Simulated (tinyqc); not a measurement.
Six-band Luttinger-Kohn model with strain: one step. Levels and their make-up. Three cases, with inputs chosen for the exercise.

Task: Diagonalise H. The weights add +m and -m and are averaged over each pair; m is taken along z.

Case 1.

H(k) (eV), rows 3/2,3/2, 3/2,1/2, 3/2,-1/2, 3/2,-3/2, 1/2,1/2, 1/2,-1/2 and columns alike:
```
[[-0.052621, -0.019077-0.030349i, -0.001663+0.014837i, 0, -0.013489-0.021460i, -0.002351+0.020983i],
 [-0.019077+0.030349i, -0.136623, 0, -0.001663+0.014837i, -0.059399, 0.023364+0.037170i],
 [-0.001663-0.014837i, 0, -0.136623, 0.019077+0.030349i, 0.023364-0.037170i, 0.059399],
 [0, -0.001663-0.014837i, 0.019077-0.030349i, -0.052621, 0.002351+0.020983i, -0.013489+0.021460i],
 [-0.013489+0.021460i, -0.059399, 0.023364+0.037170i, 0.002351-0.020983i, -0.140622, 0],
 [-0.002351-0.020983i, 0.023364-0.037170i, 0.059399, -0.013489-0.021460i, 0, -0.140622]]
```

Case 2.

H(k) (eV), rows 3/2,3/2, 3/2,1/2, 3/2,-1/2, 3/2,-3/2, 1/2,1/2, 1/2,-1/2 and columns alike:
```
[[-0.074164, -0.023260+0.023260i, -0.005077+0.044158i, 0, -0.016447+0.016447i, -0.007181+0.062448i],
 [-0.023260-0.023260i, -0.066015, 0, -0.005077+0.044158i, 0.005762, 0.028487-0.028487i],
 [-0.005077-0.044158i, 0, -0.066015, 0.023260-0.023260i, 0.028487+0.028487i, -0.005762],
 [0, -0.005077-0.044158i, 0.023260+0.023260i, -0.074164, 0.007181+0.062448i, -0.016447-0.016447i],
 [-0.016447-0.016447i, 0.005762, 0.028487-0.028487i, 0.007181-0.062448i, -0.115089, 0],
 [-0.007181-0.062448i, 0.028487+0.028487i, -0.005762, -0.016447+0.016447i, 0, -0.115089]]
```

Case 3.

H(k) (eV), rows 3/2,3/2, 3/2,1/2, 3/2,-1/2, 3/2,-3/2, 1/2,1/2, 1/2,-1/2 and columns alike:
```
[[-0.071115, -0.021381-0.009503i, 0.003646+0.017105i, 0, -0.015119-0.006719i, 0.005156+0.024190i],
 [-0.021381+0.009503i, -0.039554, 0, 0.003646+0.017105i, 0.022317, 0.026186+0.011638i],
 [0.003646-0.017105i, 0, -0.039554, 0.021381+0.009503i, 0.026186-0.011638i, -0.022317],
 [0, 0.003646-0.017105i, 0.021381-0.009503i, -0.071115, -0.005156+0.024190i, -0.015119+0.006719i],
 [-0.015119+0.006719i, 0.022317, 0.026186+0.011638i, -0.005156-0.024190i, -0.099334, 0],
 [0.005156-0.024190i, 0.026186-0.011638i, -0.022317, -0.015119-0.006719i, 0, -0.099334]]
```

Give: levels from the top, each twofold; weights.

Result:

Case 1.

levels from the top, each twofold (eV): [-0.0332, -0.0702, -0.2264]

weights, rows |3/2,+-3/2>, |3/2,+-1/2>, |1/2,+-1/2>; columns top, second, third:
```
[[0.790, 0.135, 0.075],
 [0.140, 0.402, 0.458],
 [0.070, 0.462, 0.467]]
```

The top pair is 79 % |3/2,+-3/2>, the second pair is 46 % |1/2,+-1/2> and the third pair is 47 % |1/2,+-1/2>.

Case 2.

levels from the top, each twofold (eV): [0.0235, -0.1070, -0.1718]

weights, rows |3/2,+-3/2>, |3/2,+-1/2>, |1/2,+-1/2>; columns top, second, third:
```
[[0.422, 0.235, 0.343],
 [0.355, 0.563, 0.082],
 [0.223, 0.202, 0.575]]
```

The top pair is 42 % |3/2,+-3/2>, the second pair is 56 % |3/2,+-1/2> and the third pair is 57 % |1/2,+-1/2>.

Case 3.

levels from the top, each twofold (eV): [-0.0138, -0.0583, -0.1379]

weights, rows |3/2,+-3/2>, |3/2,+-1/2>, |1/2,+-1/2>; columns top, second, third:
```
[[0.160, 0.590, 0.250],
 [0.727, 0.102, 0.171],
 [0.113, 0.309, 0.579]]
```

The top pair is 73 % |3/2,+-1/2>, the second pair is 59 % |3/2,+-3/2> and the third pair is 58 % |1/2,+-1/2>.

Computed by tinyqc, one run a case: `OMP_NUM_THREADS=1 python tinyqc.py N N+1 out.jsonl` with N = 1050697, 1050967, 1051045; one thread of a shared Intel(R) Xeon(R) Processor @ 2.30GHz, about 0.1 s a run at most.
